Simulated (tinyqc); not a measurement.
# Film and buried-oxide thickness from two coupling ratios

Problem. In a depleted film -dVT/dVb is k1 = Cs Cbox/(Cox (Cs + Cbox)) for a front channel and k2 = Cbox (Cox + Cs)/(Cox Cs) for a back channel, with Cox = eps0 eox/tox, Cs = eps0 eps_r/ts, Cbox = 3.9 eps0/tb. Find ts and tb.

Parameters, values chosen for the exercise; band and dielectric values close to those of silicon: relative permittivity eps_r = 11.6; relative permittivity of the gate insulator (close to silicon nitride) eox = 7.37; insulator thickness tox = 7.7 nm.

coupling ratios for a front and a back channel: [0.060172720, 0.15790555]

Answer. With y = Cox/Cs and z = Cox/Cbox, 1/k1 = y + z and k2 = (1 + y)/z, so y = (k2/k1 - 1)/(1 + k2); the thicknesses follow from y and z.

ts = 17.00 nm
tb = 62.00 nm

Program tinyqc, `OMP_NUM_THREADS=1 python tinyqc.py 2190003 2190004 out.jsonl`; Intel Xeon 2.30GHz, shared host, one thread, about 0.4 s.
